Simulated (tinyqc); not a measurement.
UHF in the 6-31g basis, for H3, spin multiplicity 2, step by step (part 1 of 3). Computed by tinyqc, a small Python program that keeps every step (integrals from PySCF). Settings: charge = 0, multiplicity = 2, basis = 6-31g, energy threshold = 1e-08, iteration cap = 55, orthogonalisation = canonical, start = core, DIIS depth = 8, method = UHF. Command: `OMP_NUM_THREADS=1 python tinyqc.py 20898 20899 out.jsonl` (the two numbers bound the seeds that draw the settings). One thread of a shared host (Intel(R) Xeon(R) Processor @ 2.60GHz), about 0.1 s of CPU time with the checks. Later iterations appear only in the table of the cycle.

## One-electron integrals

Geometry (angstrom):
```
atom         x         y          z
H     0.000000  0.000000   0.000000
H     0.000000  0.000000   1.318000
H     0.000000  1.140000  -0.662000
```

Basis 6-31g: exponents (1/bohr^2) and contraction coefficients of normalised primitives:
```
element  l (shell)   exponent  coefficient
H            s (1)  18.731137     0.033495
H            s (1)   2.825394     0.234727
H            s (1)   0.640122     0.813757
H            s (2)   0.161278     1.000000
```

Overlap, kinetic and nuclear-attraction integrals over the contracted functions; the nuclear repulsion is the sum of Za Zb / Rab.

nuclear repulsion = 1.03453171 hartree

overlap S, order 1H 1s, 1H 2s, 2H 1s, 2H 2s, 3H 1s, 3H 2s:
```
[[1.000000, 0.658292, 0.101447, 0.291445, 0.101358, 0.291346],
 [0.658292, 1.000000, 0.291445, 0.606389, 0.291346, 0.606263],
 [0.101447, 0.291445, 1.000000, 0.658292, 0.001713, 0.057221],
 [0.291445, 0.606389, 0.658292, 1.000000, 0.057221, 0.222420],
 [0.101358, 0.291346, 0.001713, 0.057221, 1.000000, 0.658292],
 [0.291346, 0.606263, 0.057221, 0.222420, 0.658292, 1.000000]]
```

kinetic energy T (hartree), order 1H 1s, 1H 2s, 2H 1s, 2H 2s, 3H 1s, 3H 2s:
```
[[1.395678, 0.259735, -0.047759, 0.052287, -0.047772, 0.052243],
 [0.259735, 0.241917, 0.052287, 0.097774, 0.052243, 0.097734],
 [-0.047759, 0.052287, 1.395678, 0.259735, -0.004989, -0.014059],
 [0.052287, 0.097774, 0.259735, 0.241917, -0.014059, -0.000114],
 [-0.047772, 0.052243, -0.004989, -0.014059, 1.395678, 0.259735],
 [0.052243, 0.097734, -0.014059, -0.000114, 0.259735, 0.241917]]
```

nuclear attraction V (hartree), order 1H 1s, 1H 2s, 2H 1s, 2H 2s, 3H 1s, 3H 2s:
```
[[-2.456112, -1.270108, -0.193724, -0.554950, -0.193529, -0.554744],
 [-1.270108, -1.407294, -0.523510, -0.847369, -0.523300, -0.847168],
 [-0.193724, -0.523510, -2.286328, -1.158707, -0.002907, -0.099854],
 [-0.554950, -0.847369, -1.158707, -1.255597, -0.099848, -0.310997],
 [-0.193529, -0.523300, -0.002907, -0.099848, -2.286244, -1.158653],
 [-0.554744, -0.847168, -0.099854, -0.310997, -1.158653, -1.255535]]
```

core Hamiltonian H = T + V (hartree), order 1H 1s, 1H 2s, 2H 1s, 2H 2s, 3H 1s, 3H 2s:
```
[[-1.060434, -1.010373, -0.241484, -0.502663, -0.241301, -0.502501],
 [-1.010373, -1.165377, -0.471223, -0.749594, -0.471057, -0.749434],
 [-0.241484, -0.471223, -0.890649, -0.898972, -0.007896, -0.113913],
 [-0.502663, -0.749594, -0.898972, -1.013680, -0.113907, -0.311112],
 [-0.241301, -0.471057, -0.007896, -0.113907, -0.890566, -0.898918],
 [-0.502501, -0.749434, -0.113913, -0.311112, -0.898918, -1.013618]]
```

## Two-electron integrals

Functions are numbered as in S; the eight-fold symmetry (ij|kl) = (ji|kl) = (kl|ij) leaves the list below.

Two-electron integrals (ij|kl) in chemists' order, unique and non-zero (hartree):
```
(11|11) 1.076566   (21|11) 0.578470   (21|21) 0.329423   (22|11) 0.587396
(22|21) 0.361304   (22|22) 0.453150   (31|11) 0.071869   (31|21) 0.043189
(31|22) 0.051340   (31|31) 0.009324   (32|11) 0.139029   (32|21) 0.088867
(32|22) 0.119954   (32|31) 0.021736   (32|32) 0.063652   (33|11) 0.400547
(33|21) 0.261880   (33|22) 0.374489   (33|31) 0.071869   (33|32) 0.244444
(33|33) 1.076566   (41|11) 0.244444   (41|21) 0.140699   (41|22) 0.156956
(41|31) 0.021736   (41|32) 0.046099   (41|33) 0.139029   (41|41) 0.063652
(42|11) 0.311878   (42|21) 0.194916   (42|22) 0.253497   (42|31) 0.035262
(42|32) 0.092148   (42|33) 0.311878   (42|41) 0.092148   (42|42) 0.166627
(43|11) 0.261880   (43|21) 0.170283   (43|22) 0.241220   (43|31) 0.043189
(43|32) 0.140699   (43|33) 0.578470   (43|41) 0.088867   (43|42) 0.194916
(43|43) 0.329423   (44|11) 0.374489   (44|21) 0.241220   (44|22) 0.338383
(44|31) 0.051340   (44|32) 0.156956   (44|33) 0.587396   (44|41) 0.119954
(44|42) 0.253497   (44|43) 0.361304   (44|44) 0.453150   (51|11) 0.071797
(51|21) 0.043147   (51|22) 0.051293   (51|31) 0.004770   (51|32) 0.010320
(51|33) 0.030801   (51|41) 0.017222   (51|42) 0.025091   (51|43) 0.020259
(51|44) 0.030240   (51|51) 0.009307   (52|11) 0.138959   (52|21) 0.088824
(52|22) 0.119901   (52|31) 0.010325   (52|32) 0.024167   (52|33) 0.074321
(52|41) 0.035755   (52|42) 0.058610   (52|43) 0.048909   (52|44) 0.073756
(52|51) 0.021708   (52|52) 0.063609   (53|11) 0.001191   (53|21) 0.000722
(53|22) 0.000865   (53|31) 0.000117   (53|32) 0.000261   (53|33) 0.000788
(53|41) 0.000335   (53|42) 0.000524   (53|43) 0.000509   (53|44) 0.000698
(53|51) 0.000117   (53|52) 0.000261   (53|53) 2.64e-06   (54|11) 0.029552
(54|21) 0.018697   (54|22) 0.024637   (54|31) 0.002306   (54|32) 0.005361
(54|33) 0.016391   (54|41) 0.007753   (54|42) 0.012667   (54|43) 0.010776
(54|44) 0.016099   (54|51) 0.004330   (54|52) 0.011986   (54|53) 0.000060
(54|54) 0.002402   (55|11) 0.400466   (55|21) 0.261829   (55|22) 0.374434
(55|31) 0.030825   (55|32) 0.074344   (55|33) 0.231614   (55|41) 0.105416
(55|42) 0.181039   (55|43) 0.152468   (55|44) 0.231250   (55|51) 0.071797
(55|52) 0.244356   (55|53) 0.000788   (55|54) 0.043860   (55|55) 1.076566
(61|11) 0.244356   (61|21) 0.140649   (61|22) 0.156902   (61|31) 0.017233
(61|32) 0.035759   (61|33) 0.105397   (61|41) 0.058537   (61|42) 0.081565
(61|43) 0.068902   (61|44) 0.099598   (61|51) 0.021708   (61|52) 0.046063
(61|53) 0.000335   (61|54) 0.009569   (61|55) 0.138959   (61|61) 0.063609
(62|11) 0.311797   (62|21) 0.194866   (62|22) 0.253437   (62|31) 0.025107
(62|32) 0.058620   (62|33) 0.181016   (62|41) 0.081573   (62|42) 0.132801
(62|43) 0.118163   (62|44) 0.172638   (62|51) 0.035224   (62|52) 0.092096
(62|53) 0.000524   (62|54) 0.018238   (62|55) 0.311797   (62|61) 0.092096
(62|62) 0.166558   (63|11) 0.029557   (63|21) 0.018700   (63|22) 0.024640
(63|31) 0.004334   (63|32) 0.011990   (63|33) 0.043860   (63|41) 0.009573
(63|42) 0.018242   (63|43) 0.025751   (63|44) 0.029670   (63|51) 0.002304
(63|52) 0.005359   (63|53) 0.000060   (63|54) 0.001209   (63|55) 0.016391
(63|61) 0.007751   (63|62) 0.012665   (63|63) 0.002402   (64|11) 0.114455
(64|21) 0.071527   (64|22) 0.093011   (64|31) 0.011395   (64|32) 0.028331
(64|33) 0.091434   (64|41) 0.032414   (64|42) 0.056381   (64|43) 0.058451
(64|44) 0.080346   (64|51) 0.011385   (64|52) 0.028323   (64|53) 0.000218
(64|54) 0.006068   (64|55) 0.091434   (64|61) 0.032404   (64|62) 0.056371
(64|63) 0.006068   (64|64) 0.022418   (65|11) 0.261829   (65|21) 0.170253
(65|22) 0.241187   (65|31) 0.020275   (65|32) 0.048924   (65|33) 0.152468
(65|41) 0.068915   (65|42) 0.118179   (65|43) 0.100361   (65|44) 0.151992
(65|51) 0.043147   (65|52) 0.140649   (65|53) 0.000509   (65|54) 0.025751
(65|55) 0.578470   (65|61) 0.088824   (65|62) 0.194866   (65|63) 0.010776
(65|64) 0.058451   (65|65) 0.329423   (66|11) 0.374434   (66|21) 0.241187
(66|22) 0.338348   (66|31) 0.030264   (66|32) 0.073779   (66|33) 0.231250
(66|41) 0.099620   (66|42) 0.172663   (66|43) 0.151992   (66|44) 0.228325
(66|51) 0.051293   (66|52) 0.156902   (66|53) 0.000698   (66|54) 0.029670
(66|55) 0.587396   (66|61) 0.119901   (66|62) 0.253437   (66|63) 0.016099
(66|64) 0.080346   (66|65) 0.361304   (66|66) 0.453150
```

## Orthogonalisation

S = U s U^T; canonical form X = U s^(-1/2), so that X^T S X = 1. Each column of U has its largest component positive (the first on a tie).

eigenvalues of S: [0.139995, 0.276816, 0.385404, 0.963126, 1.499050, 2.735609]

X, order 1H 1s, 1H 2s, 2H 1s, 2H 2s, 3H 1s, 3H 2s:
```
[[-0.826475, 0.000083, 0.824152, 0.714774, -0.000070, 0.234580],
 [1.945573, -0.000110, -0.521384, 0.258327, -0.000021, 0.331732],
 [0.353667, 0.860211, 0.731907, -0.443947, -0.443647, 0.177645],
 [-1.101260, -1.032495, -0.534912, -0.182634, -0.369603, 0.262109],
 [0.353542, -0.860304, 0.731912, -0.443735, 0.443792, 0.177598],
 [-1.100886, 1.032655, -0.534880, -0.182499, 0.369740, 0.262061]]
```

## Starting guess

The start is the orbitals of the core Hamiltonian; D(s) = C_occ C_occ^T for each spin.

D(alpha) at the start, order 1H 1s, 1H 2s, 2H 1s, 2H 2s, 3H 1s, 3H 2s:
```
[[0.174456, 0.173318, 0.078703, 0.042329, 0.078661, 0.042319],
 [0.173318, 0.172188, 0.078151, 0.042006, 0.078187, 0.042090],
 [0.078703, 0.078151, 0.175883, 0.187587, -0.104906, -0.149421],
 [0.042329, 0.042006, 0.187587, 0.212505, -0.149424, -0.191993],
 [0.078661, 0.078187, -0.104906, -0.149424, 0.175876, 0.187612],
 [0.042319, 0.042090, -0.149421, -0.191993, 0.187612, 0.212552]]
```

D(beta) at the start, order 1H 1s, 1H 2s, 2H 1s, 2H 2s, 3H 1s, 3H 2s:
```
[[0.174456, 0.173318, 0.078710, 0.042337, 0.078654, 0.042310],
 [0.173318, 0.172188, 0.078197, 0.042061, 0.078141, 0.042034],
 [0.078710, 0.078197, 0.035512, 0.019102, 0.035487, 0.019089],
 [0.042337, 0.042061, 0.019102, 0.010275, 0.019088, 0.010268],
 [0.078654, 0.078141, 0.035487, 0.019088, 0.035461, 0.019076],
 [0.042310, 0.042034, 0.019089, 0.010268, 0.019076, 0.010261]]
```

## Iteration 1: building the Fock matrix

J_ij = sum D_kl (ij|kl) with D = D(alpha) + D(beta), K_ij = sum D_kl (ik|jl) for each spin; F = H + J - K(s); E = tr D H + tr D J / 2 - 0.5 sum_s tr D(s) K(s) + E_nn.

Coulomb J (hartree), order 1H 1s, 1H 2s, 2H 1s, 2H 2s, 3H 1s, 3H 2s:
```
[[1.794215, 1.073658, 0.164144, 0.474111, 0.163985, 0.473940],
 [1.073658, 1.318897, 0.410512, 0.777089, 0.410331, 0.776899],
 [0.164144, 0.410512, 1.418561, 0.866810, 0.002694, 0.082284],
 [0.474111, 0.777089, 0.866810, 1.116907, 0.082276, 0.287811],
 [0.163985, 0.410331, 0.002694, 0.082276, 1.418385, 0.866711],
 [0.473940, 0.776899, 0.082284, 0.287811, 0.866711, 1.116811]]
```

exchange K(alpha) (hartree), order 1H 1s, 1H 2s, 2H 1s, 2H 2s, 3H 1s, 3H 2s:
```
[[0.559045, 0.466137, 0.170630, 0.272029, 0.170531, 0.271944],
 [0.466137, 0.473048, 0.242855, 0.317345, 0.242782, 0.317285],
 [0.170630, 0.242855, 0.540155, 0.421859, -0.046607, 0.019149],
 [0.272029, 0.317345, 0.421859, 0.400195, 0.019150, 0.095706],
 [0.170531, 0.242782, -0.046607, 0.019150, 0.540171, 0.421872],
 [0.271944, 0.317285, 0.019149, 0.095706, 0.421872, 0.400204]]
```

exchange K(beta) (hartree), order 1H 1s, 1H 2s, 2H 1s, 2H 2s, 3H 1s, 3H 2s:
```
[[0.552679, 0.451769, 0.152041, 0.257214, 0.151919, 0.257109],
 [0.451769, 0.425712, 0.168232, 0.259331, 0.168096, 0.259220],
 [0.152041, 0.168232, 0.152612, 0.153561, 0.047584, 0.085881],
 [0.257214, 0.259331, 0.153561, 0.194340, 0.085851, 0.144520],
 [0.151919, 0.168096, 0.047584, 0.085851, 0.152425, 0.153401],
 [0.257109, 0.259220, 0.085881, 0.144520, 0.153401, 0.194190]]
```

F(alpha) (hartree), order 1H 1s, 1H 2s, 2H 1s, 2H 2s, 3H 1s, 3H 2s:
```
[[0.174736, -0.402853, -0.247970, -0.300581, -0.247847, -0.300504],
 [-0.402853, -0.319528, -0.303567, -0.289850, -0.303508, -0.289820],
 [-0.247970, -0.303567, -0.012243, -0.454021, 0.041406, -0.050778],
 [-0.300581, -0.289850, -0.454021, -0.296967, -0.050781, -0.119006],
 [-0.247847, -0.303508, 0.041406, -0.050781, -0.012352, -0.454080],
 [-0.300504, -0.289820, -0.050778, -0.119006, -0.454080, -0.297011]]
```

F(beta) (hartree), order 1H 1s, 1H 2s, 2H 1s, 2H 2s, 3H 1s, 3H 2s:
```
[[0.181102, -0.388485, -0.229380, -0.285766, -0.229235, -0.285669],
 [-0.388485, -0.272193, -0.228943, -0.231836, -0.228822, -0.231755],
 [-0.229380, -0.228943, 0.375300, -0.185723, -0.052785, -0.117511],
 [-0.285766, -0.231836, -0.185723, -0.091112, -0.117482, -0.167820],
 [-0.229235, -0.228822, -0.052785, -0.117482, 0.375394, -0.185608],
 [-0.285669, -0.231755, -0.117511, -0.167820, -0.185608, -0.090997]]
```

total energy of this density = -1.44833420 hartree

## Iteration 1: diagonalisation and new density

Diagonalise F' = X^T F X, C = X C', fill 2 alpha and 1 beta electrons from the bottom; D(s) = C_occ C_occ^T. Each column has its largest component positive (the first on a tie).

F' = X^T F X (alpha) (hartree):
```
[[0.834309, 0.000022, -0.131654, -0.427935, 0.000007, -0.013607],
 [0.000022, 0.973851, 0.000011, -0.000052, -0.207925, -0.000004],
 [-0.131654, 0.000011, 1.033537, 0.017275, 0.000000, -0.066593],
 [-0.427935, -0.000052, 0.017275, 0.404645, -0.000011, 0.026593],
 [0.000007, -0.207925, 0.000000, -0.000011, -0.334387, -0.000031],
 [-0.013607, -0.000004, -0.066593, 0.026593, -0.000031, -0.525123]]
```

orbital energies (alpha) (hartree): [-0.528801, -0.366638, 0.137468, 0.946089, 1.006102, 1.192611]

coefficients C (alpha), order 1H 1s, 1H 2s, 2H 1s, 2H 2s, 3H 1s, 3H 2s:
```
[[0.246194, -0.000086, 0.220785, 0.038670, -0.000253, -1.348097],
 [0.313125, -0.000087, 1.224125, -0.445426, 0.000094, 1.561711],
 [0.222942, -0.306608, -0.138158, -0.904652, -0.918618, -0.033899],
 [0.236940, -0.523542, -0.768451, 0.910145, 0.964128, -0.353484],
 [0.223006, 0.306628, -0.138123, -0.905661, 0.917592, -0.034326],
 [0.237085, 0.523606, -0.768092, 0.911164, -0.963293, -0.353018]]
```

F' = X^T F X (beta) (hartree):
```
[[0.852237, 0.000020, -0.113671, -0.434217, 0.000018, -0.007549],
 [0.000020, 1.039583, -0.000006, -0.000051, -0.287352, -0.000011],
 [-0.113671, -0.000006, 1.096413, -0.057907, 0.000041, 0.000399],
 [-0.434217, -0.000051, -0.057907, 0.531289, -0.000003, -0.094477],
 [0.000018, -0.287352, 0.000041, -0.000003, 0.144842, 0.000056],
 [-0.007549, -0.000011, 0.000399, -0.094477, 0.000056, -0.395149]]
```

orbital energies (beta) (hartree): [-0.407243, 0.060506, 0.224898, 1.070050, 1.123919, 1.197083]

coefficients C (beta), order 1H 1s, 1H 2s, 2H 1s, 2H 2s, 3H 1s, 3H 2s:
```
[[0.286595, -0.000009, 0.171389, 0.050421, 0.000820, -1.346909],
 [0.451792, -0.000004, 1.214050, 0.255437, -0.000947, 1.578161],
 [0.144862, -0.183474, -0.080458, 0.927771, 0.950496, 0.029645],
 [0.178953, -0.645363, -0.880361, -0.795614, -0.886535, -0.401387],
 [0.144757, 0.183528, -0.080419, 0.928019, -0.950301, 0.028445],
 [0.178840, 0.645633, -0.879987, -0.795777, 0.886824, -0.400241]]
```

D(alpha) after iteration 1, order 1H 1s, 1H 2s, 2H 1s, 2H 2s, 3H 1s, 3H 2s:
```
[[0.060611, 0.077089, 0.054913, 0.058378, 0.054877, 0.058324],
 [0.077089, 0.098047, 0.069835, 0.074237, 0.069802, 0.074192],
 [0.054913, 0.069835, 0.143712, 0.213346, -0.044297, -0.107686],
 [0.058378, 0.074237, 0.213346, 0.330237, -0.107693, -0.217955],
 [0.054877, 0.069802, -0.044297, -0.107693, 0.143752, 0.213424],
 [0.058324, 0.074192, -0.107686, -0.217955, 0.213424, 0.330373]]
```

D(beta) after iteration 1, order 1H 1s, 1H 2s, 2H 1s, 2H 2s, 3H 1s, 3H 2s:
```
[[0.082137, 0.129481, 0.041517, 0.051287, 0.041487, 0.051255],
 [0.129481, 0.204116, 0.065447, 0.080850, 0.065400, 0.080799],
 [0.041517, 0.065447, 0.020985, 0.025923, 0.020970, 0.025907],
 [0.051287, 0.080850, 0.025923, 0.032024, 0.025905, 0.032004],
 [0.041487, 0.065400, 0.020970, 0.025905, 0.020955, 0.025888],
 [0.051255, 0.080799, 0.025907, 0.032004, 0.025888, 0.031984]]
```

## Iteration 2: building the Fock matrix

As before.

Coulomb J (hartree), order 1H 1s, 1H 2s, 2H 1s, 2H 2s, 3H 1s, 3H 2s:
```
[[1.575217, 0.966359, 0.153792, 0.431177, 0.153646, 0.431023],
 [0.966359, 1.237423, 0.400902, 0.744368, 0.400742, 0.744197],
 [0.153792, 0.400902, 1.408939, 0.860114, 0.002539, 0.079881],
 [0.431177, 0.744368, 0.860114, 1.103753, 0.079876, 0.276836],
 [0.153646, 0.400742, 0.002539, 0.079876, 1.408849, 0.860060],
 [0.431023, 0.744197, 0.079881, 0.276836, 0.860060, 1.103697]]
```

exchange K(alpha) (hartree), order 1H 1s, 1H 2s, 2H 1s, 2H 2s, 3H 1s, 3H 2s:
```
[[0.343265, 0.337993, 0.159102, 0.225163, 0.158992, 0.225069],
 [0.337993, 0.415529, 0.261582, 0.318991, 0.261505, 0.318921],
 [0.159102, 0.261582, 0.570759, 0.464334, -0.021939, 0.041012],
 [0.225163, 0.318991, 0.464334, 0.447258, 0.041009, 0.111104],
 [0.158992, 0.261505, -0.021939, 0.041009, 0.570857, 0.464392],
 [0.225069, 0.318921, 0.041012, 0.111104, 0.464392, 0.447291]]
```

exchange K(beta) (hartree), order 1H 1s, 1H 2s, 2H 1s, 2H 2s, 3H 1s, 3H 2s:
```
[[0.436739, 0.396533, 0.138955, 0.236969, 0.138849, 0.236874],
 [0.396533, 0.419630, 0.171076, 0.269338, 0.170946, 0.269225],
 [0.138955, 0.171076, 0.154151, 0.163502, 0.049023, 0.091002],
 [0.236969, 0.269338, 0.163502, 0.214719, 0.090973, 0.157093],
 [0.138849, 0.170946, 0.049023, 0.090973, 0.153973, 0.163342],
 [0.236874, 0.269225, 0.091002, 0.157093, 0.163342, 0.214559]]
```

F(alpha) (hartree), order 1H 1s, 1H 2s, 2H 1s, 2H 2s, 3H 1s, 3H 2s:
```
[[0.171519, -0.382007, -0.246794, -0.296649, -0.246647, -0.296546],
 [-0.382007, -0.343484, -0.331904, -0.324217, -0.331819, -0.324158],
 [-0.246794, -0.331904, -0.052470, -0.503192, 0.016583, -0.075045],
 [-0.296649, -0.324217, -0.503192, -0.357185, -0.075040, -0.145380],
 [-0.246647, -0.331819, 0.016583, -0.075040, -0.052574, -0.503250],
 [-0.296546, -0.324158, -0.075045, -0.145380, -0.503250, -0.357213]]
```

F(beta) (hartree), order 1H 1s, 1H 2s, 2H 1s, 2H 2s, 3H 1s, 3H 2s:
```
[[0.078045, -0.440547, -0.226647, -0.308455, -0.226504, -0.308351],
 [-0.440547, -0.347585, -0.241397, -0.274564, -0.241261, -0.274462],
 [-0.226647, -0.241397, 0.364139, -0.202360, -0.054379, -0.125034],
 [-0.308455, -0.274564, -0.202360, -0.124646, -0.125004, -0.191369],
 [-0.226504, -0.241261, -0.054379, -0.125004, 0.364309, -0.202200],
 [-0.308351, -0.274462, -0.125034, -0.191369, -0.202200, -0.124481]]
```

total energy of this density = -1.53668967 hartree

## Iteration 2: DIIS over 2 matrices

error matrix X^T (FDS - SDF) X (alpha):
```
[[0.000000, 0.000001, 0.000206, -0.000469, 0.000005, 0.006843],
 [-0.000001, 0.000000, 0.000000, -0.000004, -0.016248, 0.000004],
 [-0.000206, 0.000000, 0.000000, -0.002563, -0.000001, 0.015724],
 [0.000469, 0.000004, 0.002563, 0.000000, 0.000022, 0.049391],
 [-0.000005, 0.016248, 0.000001, -0.000022, 0.000000, -0.000002],
 [-0.006843, -0.000004, -0.015724, -0.049391, 0.000002, 0.000000]]
```

B (overlaps of the stored error matrices):
```
[[1.7098383e-01, 2.4355527e-02],
 [2.4355527e-02, 7.9572109e-03]]
```

Minimise |sum c_i e_i|^2 with sum c_i = 1: solve [B -1; -1 0][c; lambda] = [0; -1] with B_ij = tr e_i^T e_j summed over both spins, and take F = sum c_i F_i.

DIIS coefficients: [-0.125918, 1.125918]

extrapolated F(alpha) (hartree), order 1H 1s, 1H 2s, 2H 1s, 2H 2s, 3H 1s, 3H 2s:
```
[[0.171114, -0.379383, -0.246645, -0.296154, -0.246496, -0.296048],
 [-0.379383, -0.346500, -0.335472, -0.328544, -0.335384, -0.328482],
 [-0.246645, -0.335472, -0.057535, -0.509384, 0.013457, -0.078101],
 [-0.296154, -0.328544, -0.509384, -0.364767, -0.078095, -0.148701],
 [-0.246496, -0.335384, 0.013457, -0.078095, -0.057639, -0.509441],
 [-0.296048, -0.328482, -0.078101, -0.148701, -0.509441, -0.364793]]
```

extrapolated F(beta) (hartree), order 1H 1s, 1H 2s, 2H 1s, 2H 2s, 3H 1s, 3H 2s:
```
[[0.065068, -0.447103, -0.226303, -0.311312, -0.226160, -0.311207],
 [-0.447103, -0.357078, -0.242966, -0.279945, -0.242827, -0.279840],
 [-0.226303, -0.242966, 0.362734, -0.204455, -0.054580, -0.125982],
 [-0.311312, -0.279945, -0.204455, -0.128869, -0.125951, -0.194334],
 [-0.226160, -0.242827, -0.054580, -0.125951, 0.362914, -0.204289],
 [-0.311207, -0.279840, -0.125982, -0.194334, -0.204289, -0.128697]]
```
